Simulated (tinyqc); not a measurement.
Plasmons of a degenerate electron gas in the random-phase approximation, step by step. Values are carried at full precision from step to step, so a last printed digit may differ when a step is redone from the rounded ones.

Zero temperature, parabolic band: kF = (3 pi^2 n)^(1/3), EF = c kF^2/m, Ep^2 = 8 pi c e2 n/(m eb), qTF^2 = 6 pi e2 n/(eb EF), c = hbar^2/2m0, e2 = e^2/(4 pi eps0), n in 1/angstrom^3 (1e-24 per 1/cm^3).

Constants: hbar^2/2m0 = 3.80998211 eV angstrom^2; e^2/(4 pi eps0) = 14.39964547 eV angstrom; a0 (Bohr radius) = 0.5291772105 angstrom.

Values chosen for the exercise (a free-electron density near that of Li; the results hold for these values, not for the real material):
- n = 4.64e+22 1/cm^3 (electron density)
- m = 1 m0 (mass)
- eb = 1 (background dielectric constant)
- q = 1.07 1/angstrom (wave vector)
- E = 7.72 eV (energy transfer)
- qp = 0.257 1/angstrom (wave vector of the plasmon)

## Scales of the gas

Also rs = (3/(4 pi n))^(1/3) m/(a0 eb).

kF = 1.1117 1/angstrom
EF = 4.7085 eV
Ep = 7.9986 eV
qTF = 1.6355 1/angstrom
hbar vF = 8.4710 eV angstrom
rs = 3.262

Ep/EF = 1.699. With rs above 1 exchange and correlation, left out here, lower the dispersion noticeably.

## The dielectric function at one point

Lindhard function: eps(q, E)/eb = 1 + (qTF/q)^2 (f1 + i f2) with z = q/(2 kF), u = E/(hbar vF q), hbar vF = 2 c kF/m; f1 = 1/2 + [h(z - u) + h(z + u)]/(8 z), h(x) = (1 - x^2) ln|(x + 1)/(x - 1)|; f2 = pi u/2 for z + u < 1, (pi/(8 z))(1 - (z - u)^2) for |z - u| < 1 < z + u, else 0. Pairs exist for c (q^2 - 2 q kF)/m < E < c (q^2 + 2 q kF)/m.

Give also the loss function Im(-eb/eps).

z, u: 0.4813  0.8517

f1, f2: -0.0671  0.7040

eps/eb = 0.843+1.645i
loss function = 0.481

The point lies inside the pair continuum, so eps has an imaginary part.

## The plasmon at one wave vector

Solve f1 (qTF/q)^2 = -1 above the continuum, and compare with E^2 = Ep^2 + (3/5)(hbar vF q)^2 + (c q^2/m)^2.

top of the continuum = 2.429 eV
plasmon energy = 8.180 eV
short formula = 8.178 eV

The plasmon lies 5.751 eV above the continuum and 2.3 % above Ep; the short formula errs by -0.02 %.

## Where Landau damping starts

Find qc at which the plasmon meets the top of the continuum, eps(qc, c (qc^2 + 2 qc kF)/m) = 0, and compare with Ep/(hbar vF).

qc = 0.9740 1/angstrom
qc/kF = 0.876
energy there = 11.87 eV
Ep/(hbar vF) = 0.9442 1/angstrom

The simple estimate is 0.969 times qc.

## Checks

- F-sum of the loss function at q = 1.3 qc over (pi/2) Ep^2 against 1: both 1.00.
- f1 at E = 0 and z = 0.6 against the static Lindhard function: both 0.86968.

Program tinyqc; command `OMP_NUM_THREADS=1 python tinyqc.py 1652776 1652777 out.jsonl`; about 0.01 s on one thread of a shared Intel(R) Xeon(R) Processor @ 2.30GHz.
